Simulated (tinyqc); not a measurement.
# Floating body of a partially depleted SOI transistor: body voltage and kink: two studies

Source at 0 V. Channel current Ic = 2 nf K Vt^2 [F(0) - F(Vd)](1 + la Vd), F(V) = ln^2(1 + exp((Vg - VT - nf V)/(2 nf Vt))), VT = VT0 - gb Vb. Saturation voltage Vs = 2 Vt sqrt(F(0)) + 3 Vt, excess Ve = (Vd - Vs + sqrt((Vd - Vs)^2 + 0.0004 V^2))/2, multiplication M1 = Ai Ve exp(-Bl/Ve). Each junction passes D(v) = J1 (exp(v/Vt) - 1) + J2 (exp(v/(2 Vt)) - 1). Bipolar current Ib = bb J1 (exp(Vb/Vt) - 1). The body settles where M1 (Ic + Ib) = D(Vb) + D(Vb - Vd) + Vb/Rb; drain current Id = (1 + M1)(Ic + Ib) - D(Vb - Vd).

Parameters, values chosen for the exercise; values of the order met in partially depleted silicon-on-insulator transistors:
- T = 398 K (temperature)
- VT0 = 0.44 V (threshold at zero body voltage)
- gb = 0.17 (fall of the threshold per volt of body voltage)
- nf = 1.23 (slope factor)
- K = 250 uA/(V^2 um) (gain factor per width)
- la = 0.09 1/V (channel-length modulation factor)
- Ai = 1.29 1/V (impact-ionisation prefactor)
- Bl = 7.8 V (impact-ionisation voltage)
- J1 = 3.6e-10 uA/um (diffusion saturation current of each junction)
- J2 = 6.5e-7 uA/um (recombination saturation current of each junction)
- bb = 3 (gain of the lateral bipolar transistor on the diffusion current)
- Rb = 1e9 kohm um (resistance of a weak body tie to the source (1e9 stands for no tie, and the term is then dropped))
- Vg = 0.54 V (gate voltage)
- Vd = 1 V (drain voltage)

Constants: q = 1.602176634e-19 C, kB = 1.380649e-23 J/K, Vt = kB T/q. Results are converted to the units shown.

Each table varies one quantity; the others keep the values above.

## Output curve and kink

Rows with more than one solution for Vb (latch) are left out; dId/dVd by a forward difference over 1e-4 V, swing = 1e-4 V over the change of log10 Id; M1 under 1e-12 is printed as 0.

Output curve and kink:

| Vd (V) | Vb (V) | M1 | Id, floating (uA/um) | Id, grounded (uA/um) | ratio | dId/dVd, floating (uS/um) | dId/dVd, grounded (uS/um) |
|---|---|---|---|---|---|---|---|
| 0.8 | 0.1215 | 1.207e-6 | 2.097 | 1.635 | 1.283 | 4.636 | 0.1373 |
| 1 | 0.3458 | 3.342e-5 | 3.230 | 1.662 | 1.943 | 5.495 | 0.1386 |
| 1.2 | 0.4852 | 3.062e-4 | 4.139 | 1.691 | 2.448 | 3.645 | 0.1451 |
| 1.4 | 0.5620 | 0.001484 | 4.758 | 1.721 | 2.764 | 2.708 | 0.1623 |
| 1.6 | 0.6118 | 0.004756 | 5.271 | 1.757 | 3.001 | 2.518 | 0.1940 |
| 1.8 | 0.6483 | 0.01162 | 5.799 | 1.800 | 3.222 | 2.834 | 0.2413 |
| 2 | 0.6773 | 0.02358 | 6.438 | 1.854 | 3.472 | 3.653 | 0.3031 |
| 2.2 | 0.7016 | 0.04194 | 7.303 | 1.922 | 3.800 | 5.138 | 0.3773 |

Vb rises from 0.121 to 0.702 V and the ratio of the currents rises from 1.28 to 3.80. The output conductance with a floating body exceeds the grounded value by the largest factor among the rows, 39.7, at Vd = 1 V, where Vb = 0.346 V and M1 = 3.34e-5.

## Transfer curve and swing

Same model as above.

Results:

| Vg (V) | Vb (V) | M1 | Id, floating (uA/um) | Id, grounded (uA/um) | ratio | swing, floating (mV/decade) | swing, grounded (mV/decade) |
|---|---|---|---|---|---|---|---|
| -0.01 | 0.04773 | 1.933e-4 | 2.281e-5 | 1.894e-5 | 1.204 | 100.2 | 100.8 |
| 0.09 | 0.04985 | 1.916e-4 | 2.369e-4 | 1.942e-4 | 1.220 | 97.35 | 98.23 |
| 0.19 | 0.06934 | 1.859e-4 | 0.002627 | 0.002001 | 1.313 | 92.83 | 99.64 |
| 0.39 | 0.2857 | 1.138e-4 | 0.3697 | 0.1528 | 2.420 | 116.1 | 120.1 |
| 0.49 | 0.3409 | 5.444e-5 | 1.834 | 0.8411 | 2.181 | 182.4 | 155.8 |
| 0.59 | 0.3397 | 1.917e-5 | 5.104 | 2.950 | 1.730 | 278.7 | 219.7 |
| 0.69 | 0.3007 | 5.208e-6 | 10.20 | 7.161 | 1.425 | 396.1 | 307.9 |
| 0.79 | 0.2322 | 1.079e-6 | 16.88 | 13.67 | 1.234 | 526.7 | 410.9 |

Estimate the missing row, Vg = 0.29 V.

Computed row:

| Vg (V) | Vb (V) | M1 | Id, floating (uA/um) | Id, grounded (uA/um) | ratio | swing, floating (mV/decade) | swing, grounded (mV/decade) |
|---|---|---|---|---|---|---|---|
| 0.29 | 0.1638 | 1.656e-4 | 0.03515 | 0.01923 | 1.828 | 87.70 | 104.9 |

With this row back in the table: Vb goes from 0.0477 through a maximum of 0.341 (at Vg = 0.49 V among the rows listed) to 0.232 V. The smallest swing among the rows is 87.7 mV a decade with a floating body (at Vg = 0.29 V) and 98.2 with a grounded one; Vt ln 10 = 79.0. The floating swing is smaller by more than 3 % for Vg = 0.19, 0.29, 0.39 V, where the rising Vb lowers the threshold as Vg rises. In the first row the floating body raises the current by a factor of 1.20.

Range of the model: The multiplication law is an empirical form chosen for the exercise; self-heating and capacitive coupling to the body are left out, and the linear laws are rough once Vb passes about 0.7 V or M1 about 0.1.

Computed by the program tinyqc: `OMP_NUM_THREADS=1 python tinyqc.py 2182110 2182111 out.jsonl`, one thread of a shared Intel Xeon 2.30GHz, about 0.2 s for the whole run.
